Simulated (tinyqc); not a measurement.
Inside a calculation. Model: energy and delay of logic against supply voltage.

Numbers from tinyqc (`OMP_NUM_THREADS=1 python tinyqc.py 2082151 2082152 out.jsonl`; about 0.01 s on one thread of a shared Intel Xeon 2.30GHz). Printed values are rounded.

One expression serves below and above threshold: I(Vg) = Ik [ln(1 + exp((Vg - VT + dd V)/(al nf Vt)))]^al, with I_on = I(V) and I_off = I(0). Gate delay td = kd C V/I_on, clock period LD td. Per gate and cycle the switching energy is act C V^2 and the leakage energy I_off V LD td. No short-circuit current, no variation. Minima are sought above 0.09 V; below a few Vt gates no longer switch and the model has no meaning.

Inputs (values chosen for the exercise); values of the order met in logic technologies:
```
symbol,value,unit,meaning
T,250,K,temperature
VT,0.43,V,threshold voltage at zero drain bias
nf,1.17,,slope factor
dd,0.1,,barrier lowering per volt of supply
Ik,2.5,uA,specific current of a gate
al,1.86,,exponent of the current law
C,0.33,fF,load capacitance of a gate
kd,0.7,,delay factor
LD,30,,logic depth
act,0.3,,activity factor
V,0.38,V,supply voltage
```

Constants: q = 1.602176634e-19 C, kB = 1.380649e-23 J/K, Vt = kB T/q. Results are converted to the units shown.

Range of the model: At a supply of a few Vt gates lose their noise margin, and variation, left out here, decides whether they work.

## Currents, delay and energies

I_on, I_off, td, clock frequency 1/(LD td), both energies and their sum.

I_on = 0.888341 uA
I_off = 4.40232e-4 nA
td = 98.8134 ps
clock frequency = 0.337336 GHz
switching energy = 14.2956 aJ
leakage energy = 4.95909e-4 aJ
energy = 14.2961 aJ

I_on/I_off = 2.02e6; leakage makes up 0.00347 % of the energy.

## Starting value

V = 0.18 V.

V at the start = 0.18 V

## Iteration 1: new V

Minimum-energy supply: E(V) is the energy per gate and cycle; with h = 0.001 V, E' = (E(V + h) - E(V - h))/(2 h), E'' = (E(V - h) - 2 E(V) + E(V + h))/h^2, V(new) = V - E'/E''.

E' = 30.5564 aJ/V
E'' = 332.006 aJ/V^2
V after iteration 1 = 0.0879641 V

## Iteration 2: new V

As before.

E' = -10.2733 aJ/V
E'' = 244.071 aJ/V^2
V after iteration 2 = 0.130056 V

## Iteration 3: new V

As before.

E' = 9.39608 aJ/V
E'' = 515.554 aJ/V^2
V after iteration 3 = 0.111830 V

## Course of the iteration

Stop when the step is below 1e-9 V, or after 40 iterations.

Course of the iteration:
```
iteration  V before the step (V)   step (V)
1                           0.18    -0.0920
2                      0.0879641     0.0421
3                       0.130056    -0.0182
4                       0.111830    3.87e-4
5                       0.112217   -3.98e-7
6                       0.112217  -3.11e-11
```

Converged in 6 iterations. There leakage makes up 45.0 % of the energy and the clock runs at 0.0168 MHz.
